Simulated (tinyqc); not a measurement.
Inside a calculation. Method: UHF in the sto-3g basis, for H3, spin multiplicity 2. One step of it, computed by the program tinyqc.

Task: Iteration 2: DIIS coefficients. Solve [B -1; -1 0][c; lambda] = [0; -1] for the coefficients, which sum to one.

B (overlaps of the stored error matrices):
```
               1              2
1  3.7954169e-02  1.2020898e-02
2  1.2020898e-02  6.0415971e-03
```

Give: DIIS coefficients.

Result:

DIIS coefficients: -0.300  1.300
